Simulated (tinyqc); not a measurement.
Inside a calculation. Method: plane-wave Kohn-Sham cycle with exchange-only LDA in a layered model solid. One step of it, computed by the program tinyqc.

Problem. Iteration 1: levels at that k. Diagonalise the Hermitian matrix.

H (hartree), lower triangle:
```
           -2         -1         +0         +1        +2
-2   1.614816
-1  -0.180000   0.155992
+0   0.065000  -0.180000  -0.241869
+1   0.000000   0.065000  -0.180000   0.421233
+2   0.000000   0.000000   0.065000  -0.180000  2.145297
```

Give: eigenvalues.

Solution.

eigenvalues (hartree): -0.3400  0.1491  0.4786  1.6409  2.1669
